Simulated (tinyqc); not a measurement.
Six-band Luttinger-Kohn model with strain, step by step. Values are carried at full precision from step to step, so a last printed digit may differ when a step is redone from the rounded ones.

Constants: hbar^2/2m0 = 3.80998211 eV angstrom^2.

Inputs chosen for the exercise (near those of InSb; not measured data): C11 = 69.8 GPa; C12 = 37.1 GPa; C44 = 30.5 GPa; load = biaxial (001) (kind of stress); X = -0.86 GPa (stress); Dso = 0.802 eV (spin-orbit splitting); g1 = 34.74 (Luttinger gamma1); g2 = 15.59 (gamma2); g3 = 16.39 (gamma3); av = 0.35 eV (valence hydrostatic potential); b = -1.98 eV (tetragonal shear potential); d = -4.59 eV (trigonal shear potential); k = (0.001, 0.007, 0.007) 1/angstrom (wave vector); kmax = 0.02 1/angstrom (end of the path).

## Strain from a biaxial (001) stress

s11 = (C11 + C12)/((C11 - C12)(C11 + 2 C12)), s12 = -C12/((C11 - C12)(C11 + 2 C12)), s44 = 1/C44; exx = s11 sxx + s12 (syy + szz) and cyclic, exy = s44 sxy/2; tension is positive. A uniaxial stress X along the unit vector n is s_ij = X n_i n_j. Here sxx = syy = X, all else zero.

s11, s12, s44 (1/TPa): 22.7022  -7.8789  32.7869

strain tensor:
```
           x          y         z
x  -0.012748   0.000000  0.000000
y   0.000000  -0.012748  0.000000
z   0.000000   0.000000  0.013552
```

The volume changes by -1.194 %; there is no shear in the cubic axes, so d does not enter.

## The terms P, Q, R, S at one k

P = c g1 k^2 - av tr(e); Q = c g2 (kx^2 + ky^2 - 2 kz^2) - (b/2)(exx + eyy - 2 ezz); R = c sqrt3 [-g2 (kx^2 - ky^2) + 2i g3 kx ky] + (sqrt3/2) b (exx - eyy) - i d exy; S = 2 c sqrt3 g3 (kx - i ky) kz - d (exz - i eyz); c = hbar^2/2m0, e the strain tensor (not engineering shear).

Form the four terms.

Terms (eV):
```
term            from k  from strain
P              0.01310      0.00418
Q             -0.00285     -0.05207
R     0.00494+0.00151i      0.00000
S     0.00151-0.01060i      0.00000
```

## The Hamiltonian

Six-band Luttinger-Kohn model in the basis |3/2,3/2>, |3/2,1/2>, |3/2,-1/2>, |3/2,-3/2>, |1/2,1/2>, |1/2,-1/2>, electron energies, zero at the top of the unstrained valence band. H = -[rows: (P+Q, -S, R, 0, -S/r2, r2 R); (-S*, P-Q, 0, R, -r2 Q, r32 S); (R*, 0, P-Q, S, r32 S*, r2 Q); (0, R*, S*, P+Q, -r2 R*, -S*/r2); (-S*/r2, -r2 Q, r32 S, -r2 R, P+Dso, 0); (r2 R*, r32 S*, r2 Q, -S/r2, 0, P+Dso)], r2 = sqrt(2), r32 = sqrt(3/2). Levels are twofold.

Each term is the sum of its two parts.

H(k) (eV):
```
                  3/2,3/2          3/2,1/2         3/2,-1/2         3/2,-3/2          1/2,1/2         1/2,-1/2
3/2,3/2            0.0376   0.0015-0.0106i  -0.0049-0.0015i                0   0.0011-0.0075i  -0.0070-0.0021i
3/2,1/2    0.0015+0.0106i          -0.0722                0  -0.0049-0.0015i          -0.0777  -0.0019+0.0130i
3/2,-1/2  -0.0049+0.0015i                0          -0.0722  -0.0015+0.0106i  -0.0019-0.0130i           0.0777
3/2,-3/2                0  -0.0049+0.0015i  -0.0015-0.0106i           0.0376   0.0070-0.0021i   0.0011+0.0075i
1/2,1/2    0.0011+0.0075i          -0.0777  -0.0019+0.0130i   0.0070+0.0021i          -0.8193                0
1/2,-1/2  -0.0070+0.0021i  -0.0019-0.0130i           0.0777   0.0011-0.0075i                0          -0.8193
```

## Levels and their make-up

Diagonalise H. The weights add +m and -m and are averaged over each pair; m is taken along z.

levels from the top, each twofold (eV): 0.0390  -0.0652  -0.8276

weights:
```
               top  second  third
|3/2,+-3/2>  0.988   0.012  0.000
|3/2,+-1/2>  0.012   0.977  0.011
|1/2,+-1/2>  0.000   0.011  0.989
```

The top pair is 99 % |3/2,+-3/2>, the second pair is 98 % |3/2,+-1/2> and the third pair is 99 % |1/2,+-1/2>.

## Band edges at k = 0
Diagonalise H at k = 0. The weights add +m and -m (m along z) and are averaged over each pair.

edges from the top (eV): 0.0479  -0.0491  -0.8133

weights at k = 0:
```
               top  second  third
|3/2,+-3/2>  1.000   0.000  0.000
|3/2,+-1/2>  0.000   0.991  0.009
|1/2,+-1/2>  0.000   0.009  0.991
```

The stress splits the top two pairs by 97.0 meV, 3.75 times kT at 300 K (25.85 meV); the third lies 861.2 meV below the top, against Dso = 802 meV without stress.

## The edges in closed form

With R = S = 0: P = -av tr(e), Q = -(b/2)(exx + eyy - 2 ezz), W = sqrt(Dso^2 + 2 Dso Q + 9 Q^2); E(HH) = -P - Q, E(LH) and E(SO) = -P + (Q - Dso +/- W)/2. Without the coupling to the split-off band E(LH) = -P + Q.

P = 0.00418 eV
Q = -0.05207 eV
W = 0.76425 eV

E(HH), E(LH), E(SO) (eV): 0.0479  -0.0491  -0.8133

E(LH) without the coupling = -0.0563 eV

The heavy-hole edge is on top. The coupling raises the light-hole edge by 7.2 meV; to lowest order it is 2 Q^2/Dso = 6.8 meV, with |Q|/Dso = 0.06.

## Polarisation of the edge transitions

In the basis X, Y, Z times spin, H(k = 0) has -Dso/3 + l exx + m (eyy + ezz) on the diagonal (cyclic) and n exy off it, l = av + 2 b, m = av - b, n = sqrt(3) d. Spin-orbit term (Dso/3) L.sigma on X, Y, Z with (L_k)_ij = -i epsilon_kij: <X+|H|Y+> = -i Dso/3, <X+|H|Z-> = Dso/3, <Y+|H|Z-> = -i Dso/3, <Z+|H|X-> = -Dso/3, <Z+|H|Y-> = i Dso/3, <X-|H|Y-> = i Dso/3, and their conjugates; + and - are the spin along z. The strength of a transition to an s-like conduction level for light polarised along the unit vector u is the weight of the orbital ux X + uy Y + uz Z in the valence state, summed over spin and averaged over the pair.

strain block of X, Y, Z (eV):
```
         X        Y         Z
X  0.04789        0         0
Y        0  0.04789         0
Z        0        0  -0.10833
```

Relative strengths:
```
polarisation    top  second  third
[100]         0.500   0.214  0.286
[010]         0.500   0.214  0.286
[001]         0.000   0.573  0.427
[110]         0.500   0.214  0.286
[1-10]        0.500   0.214  0.286
[111]         0.333   0.333  0.333
```

The top pair is strongest for light along [100], [010], [110] and [1-10] (0.500) and weakest along [001] (0.000); without strain every direction has 1/3 on average over the fourfold top. For each polarisation the three pairs add up to 1.

## Hole masses at the edges

Curvature at k = 0: m/m0 = -2 c h^2/(E(h u) + E(-h u) - 2 E(0)) with h = 0.0002 1/angstrom along the unit vector u.

Hole masses (m0):
```
direction    top  second  third
[110]      0.020   0.042  0.033
[1-10]     0.020   0.042  0.033
[100]      0.020   0.042  0.033
[001]      0.281   0.018  0.023
```

Of the directions listed, the top pair is lightest along [110], [1-10] and [100] (0.020) and heaviest along [001] (0.281). These masses hold only for hole energies well below the splitting of 97 meV.

## Bands along [110] and [001]

Six points from 0 to kmax in each direction.

Levels (eV):
```
direction  |k| (1/angstrom)     top   second    third  top, no stress  second, no stress
[110]                 0.000  0.0479  -0.0491  -0.8133          0.0000             0.0000
[110]                 0.004  0.0449  -0.0506  -0.8152         -0.0001            -0.0041
[110]                 0.008  0.0364  -0.0555  -0.8209         -0.0006            -0.0162
[110]                 0.012  0.0243  -0.0653  -0.8307         -0.0013            -0.0360
[110]                 0.016  0.0115  -0.0824  -0.8452         -0.0023            -0.0629
[110]                 0.020  0.0008  -0.1088  -0.8653         -0.0036            -0.0959
[001]                 0.000  0.0479  -0.0491  -0.8133          0.0000             0.0000
[001]                 0.004  0.0477  -0.0526  -0.8160         -0.0002            -0.0040
[001]                 0.008  0.0470  -0.0629  -0.8241         -0.0009            -0.0159
[001]                 0.012  0.0459  -0.0796  -0.8381         -0.0020            -0.0354
[001]                 0.016  0.0444  -0.1021  -0.8585         -0.0035            -0.0619
[001]                 0.020  0.0425  -0.1295  -0.8863         -0.0054            -0.0945
```

## Checks

- Levels against the same model in the basis X, Y, Z times spin: they agree to 1e-10 or better.
- Closed-form edges against the diagonalisation: they agree to 1e-10 or better.

(tinyqc, `OMP_NUM_THREADS=1 python tinyqc.py 1050472 1050473 out.jsonl`, Intel(R) Xeon(R) Processor @ 2.30GHz, 1 thread, shared host, about 0.06 s.)
